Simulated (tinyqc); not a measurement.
Leakage currents through a thin dielectric: one step, computed by the program tinyqc. Command: `OMP_NUM_THREADS=1 python tinyqc.py 3029014 3029015 out.jsonl leak walk`. One thread of a shared host (Intel(R) Xeon(R) Processor @ 2.30GHz), about 0.05 s of CPU time with the checks.

Electrons leave an electrode with Fermi energy E_F above its band bottom; barriers are counted from the Fermi level, and both electrodes are alike. They cross the interlayer first.

Task: Transmission at the Fermi level. Fields: F_i = V/(t_i + t k_i/k), F = F_i k_i/k; equivalent oxide thickness 3.9 (t/k + t_i/k_i). WKB: a layer of mass m, field F and barrier b(x) = b_0 - e F x gives the exponent (4 sqrt(2 m)/(3 hbar e F)) [b_0^(3/2) - max(b_0 - e F t, 0)^(3/2)] for b_0 > 0; b_0 = barrier - (E - E_F), less e F_i t_i for the second layer; the transmission is D(E) = exp(-sum of exponents), without image force.

Inputs (values chosen for the exercise, modelled on SiO2):
```
quantity                     value  unit
barrier height phi_B          3.32    eV
tunnelling mass m             0.47   m_0
static permittivity k         3.82     -
thickness t                    5.4    nm
voltage V                      1.6     V
interlayer thickness t_i      0.41    nm
interlayer barrier phi_i      3.09    eV
interlayer mass m_i           0.39   m_0
interlayer permittivity k_i    3.9     -
```

Stack: dielectric on an interlayer.

Constants: m_0 = 9.1093837015e-31 kg; e = 1.602176634e-19 C; hbar = 1.054571817e-34 J s.

Give: exponent of the interlayer; exponent of the dielectric; transmission D(E_F).

Result:

exponent of the interlayer = 4.570

exponent of the dielectric = 59.32

transmission D(E_F) = 1.790e-28
